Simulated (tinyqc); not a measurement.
## Bulk resistivity and mean free path from two films

Problem. In the thick-film limit single-crystal films obey rho = rho0 (1 + 3 (1 - ps) lam/(8 d)). Find rho0, lam and the product rho0 lam.

Inputs (values chosen for the exercise): specular share of surface scattering ps = 0.3.

rho at d = 90 and 270 nm (uohm cm): 1.8856879  1.7552293

Answer. rho is a straight line in 1/d: the intercept is rho0 and the slope (3/8)(1 - ps) rho0 lam. Without ps only the product (1 - ps) lam could be found.

rho0 = 1.69 uohm cm
lam = 39.7 nm
rho0 lam = 67.1 uohm cm nm

Numbers from tinyqc (`OMP_NUM_THREADS=1 python tinyqc.py 2100156 2100157 out.jsonl`; about 0.01 s on one thread of a shared Intel Xeon 2.30GHz).
